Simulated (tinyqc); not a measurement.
## Trap density by the high-low method

Inverse problem. In depletion, where minority carriers are negligible, a MOS capacitor has 1/C_LF = 1/Cox + 1/(Cd + q Dit) and 1/C_HF = 1/Cox + 1/Cd. Find Cd and Dit.

Constants: q = 1.602176634e-19 C. Results are converted to the units shown.

Cox, C_LF, C_HF (uF/cm^2): [0.15013623, 0.042261812, 0.031330344]

Solution. Removing Cox from each series combination leaves Cd + q Dit and Cd; their difference over q is Dit.

Cd = 0.0396 uF/cm^2
Dit = 1.20e11 cm^-2 eV^-1

Numbers from tinyqc (`OMP_NUM_THREADS=1 python tinyqc.py 2060174 2060175 out.jsonl`; about 0.01 s on one thread of a shared Intel Xeon 2.30GHz).
